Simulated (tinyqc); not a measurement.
Worked calculation: plane-wave Kohn-Sham cycle with exchange-only LDA in a layered model solid. Computed by tinyqc, a small Python program that keeps every step. Settings: points = 16, plane-wave index or count = 2, electrons = 2, k points = 2, area = 31.0, mixing = 0.5, iteration cap = 77, Pulay depth = 3. Command: `OMP_NUM_THREADS=1 python tinyqc.py 21353 21354 out.jsonl` (the two numbers bound the seeds that draw the settings). One thread of a shared host (Intel(R) Xeon(R) Processor @ 2.60GHz), about 0.01 s of CPU time with the checks. Later iterations appear only in the table of the cycle.

## Iteration 1: potential

A solid whose potential varies along x alone (atomic units):
```
parameter                      value
period a                    4.400000
cross-section of the cell  31.000000
electrons per cell                 2
grid points                       16
plane waves -n..n, n               2
k points                           2
V1 in V1 cos(2 pi x/a)     -0.380000
```

density at the start, on the grid x_j = j a/N (e/bohr^3): 0.01466276  0.01466276  0.01466276  0.01466276  0.01466276  0.01466276  0.01466276  0.01466276  0.01466276  0.01466276  0.01466276  0.01466276  0.01466276  0.01466276  0.01466276  0.01466276

V_H(G) = 4 pi rho(G)/G^2 for G != 0 (uniform background); v_x = -(3 rho/pi)^(1/3); V = V_ext + V_H + v_x; Fourier components f(G_m) = (1/N) sum_j f(x_j) exp(-i G_m x_j).

Potentials on the grid (hartree):
```
x             V_ext       V_H        v_x          V
0.000000  -0.380000  0.000000  -0.241025  -0.621025
0.275000  -0.351074  0.000000  -0.241025  -0.592099
0.550000  -0.268701  0.000000  -0.241025  -0.509726
0.825000  -0.145420  0.000000  -0.241025  -0.386445
1.100000          0  0.000000  -0.241025  -0.241025
1.375000   0.145420  0.000000  -0.241025  -0.095605
1.650000   0.268701  0.000000  -0.241025   0.027675
1.925000   0.351074  0.000000  -0.241025   0.110049
2.200000   0.380000  0.000000  -0.241025   0.138975
2.475000   0.351074  0.000000  -0.241025   0.110049
2.750000   0.268701  0.000000  -0.241025   0.027675
3.025000   0.145420  0.000000  -0.241025  -0.095605
3.300000          0  0.000000  -0.241025  -0.241025
3.575000  -0.145420  0.000000  -0.241025  -0.386445
3.850000  -0.268701  0.000000  -0.241025  -0.509726
4.125000  -0.351074  0.000000  -0.241025  -0.592099
```

V(G_m), m = 0, 1, 2, ... (hartree): -0.241025  -0.190000  0.000000  0.000000  0.000000

## Iteration 1: Hamiltonian at one k

k = 0.250000 2 pi / a

H(m,m') = (k + G_m)^2/2 delta + V(G_m - G_m'), with V(-G) = V(G).

H (hartree), lower triangle:
```
           -2         -1         +0         +1        +2
-2   2.881461
-1  -0.190000   0.332493
+0   0.000000  -0.190000  -0.177301
+1   0.000000   0.000000  -0.190000   1.352080
+2   0.000000   0.000000   0.000000  -0.190000  4.920635
```

## Iteration 1: levels at that k

Diagonalise the Hermitian matrix.

eigenvalues (hartree): -0.261718  0.378884  1.365848  2.895611  4.930743

## Iteration 1: new density

Motion across x is left out: the lowest 1 band(s) hold two electrons at each of the k points (j + 1/2)/nk - 1/2. Residual R = rho(out) - rho(in); rho(new) = rho(in) + 0.5 R. rho(out) = 2/(a A nk) sum |psi|^2 with psi = sum c exp(i G x). Harris energy E = band energy - dV sum rho (V_H/2 + v_x) + (3/4) dV sum rho v_x with rho(in), dV = a A/N, band energy = (2/nk) sum of the filled levels.

rho(out) (e/bohr^3): 0.02820861  0.02676732  0.02294048  0.01793255  0.01302696  0.00907643  0.00638056  0.00487472  0.00439745  0.00487472  0.00638056  0.00907643  0.01302696  0.01793255  0.02294048  0.02676732

density after iteration 1 (e/bohr^3): 0.02143568  0.02071504  0.01880162  0.01629766  0.01384486  0.01186959  0.01052166  0.00976874  0.00953010  0.00976874  0.01052166  0.01186959  0.01384486  0.01629766  0.01880162  0.02071504

energy per cell = -0.40292302 hartree

## Iteration 2: potential

As before.

Potentials on the grid (hartree):
```
x             V_ext        V_H        v_x          V
0.000000  -0.380000   0.037678  -0.273550  -0.615872
0.275000  -0.351074   0.034518  -0.270449  -0.587006
0.550000  -0.268701   0.025702  -0.261852  -0.504851
0.825000  -0.145420   0.013000  -0.249670  -0.382090
1.100000          0  -0.001261  -0.236458  -0.237719
1.375000   0.145420  -0.014784  -0.224631  -0.093995
1.650000   0.268701  -0.025703  -0.215784   0.027214
1.925000   0.351074  -0.032733  -0.210509   0.107832
2.200000   0.380000  -0.035153  -0.208780   0.136066
2.475000   0.351074  -0.032733  -0.210509   0.107832
2.750000   0.268701  -0.025703  -0.215784   0.027214
3.025000   0.145420  -0.014784  -0.224631  -0.093995
3.300000          0  -0.001261  -0.236458  -0.237719
3.575000  -0.145420   0.013000  -0.249670  -0.382090
3.850000  -0.268701   0.025702  -0.261852  -0.504851
4.125000  -0.351074   0.034518  -0.270449  -0.587006
```

V(G_m), m = 0, 1, 2, ... (hartree): -0.238815  -0.188049  -0.000546  0.000065  0.000002

## Iteration 2: Hamiltonian at one k

k = 0.250000 2 pi / a

As before.

H (hartree), lower triangle:
```
           -2         -1         +0         +1        +2
-2   2.883671
-1  -0.188049   0.334703
+0  -0.000546  -0.188049  -0.175090
+1   0.000065  -0.000546  -0.188049   1.354291
+2   0.000002   0.000065  -0.000546  -0.188049  4.922846
```

## Iteration 2: levels at that k

As before.

eigenvalues (hartree): -0.258001  0.380393  1.367756  2.897527  4.932745

## Iteration 2: new density

B (overlaps of the stored error matrices):
```
               1              2
1  1.1368991e-03  5.6121707e-04
2  5.6121707e-04  2.7703869e-04
```

Motion across x is left out: the lowest 1 band(s) hold two electrons at each of the k points (j + 1/2)/nk - 1/2. Residual R = rho(out) - rho(in); rho(new) = rho(in) + 0.5 R; Pulay mixing then takes sum c_i of the stored mixed densities, with c from B_ij = sum R_i R_j as in DIIS. rho(out) = 2/(a A nk) sum |psi|^2 with psi = sum c exp(i G x). Harris energy E = band energy - dV sum rho (V_H/2 + v_x) + (3/4) dV sum rho v_x with rho(in), dV = a A/N, band energy = (2/nk) sum of the filled levels.

rho(out) (e/bohr^3): 0.02811621  0.02668623  0.02288873  0.01791727  0.01304422  0.00911612  0.00643232  0.00493140  0.00445531  0.00493140  0.00643232  0.00911612  0.01304422  0.01791727  0.02288873  0.02668623

DIIS coefficients: -0.974871  1.974871

density after iteration 2 (e/bohr^3): 0.02803227  0.02661120  0.02283738  0.01789692  0.01305428  0.00915072  0.00648370  0.00499218  0.00451907  0.00499218  0.00648370  0.00915072  0.01305428  0.01789692  0.02283738  0.02661120

energy per cell = -0.40065259 hartree

## Convergence

Stop when sqrt(dV sum R^2) is below 1e-8, dV = a A/N.

Course of the cycle:
```
iteration  E (hartree)  norm of the residual
1          -0.40292302              9.84e-02
2          -0.40065259              4.86e-02
3          -0.40033227              4.27e-04
4          -0.40033184              7.31e-04
5          -0.40033258              4.30e-06
6          -0.40033258              3.14e-08
7          -0.40033258              1.55e-08
8          -0.40033258              4.90e-10
```

Converged in 8 iterations. Before convergence this energy mixes input and output and is not variational, so it may rise towards its limit.
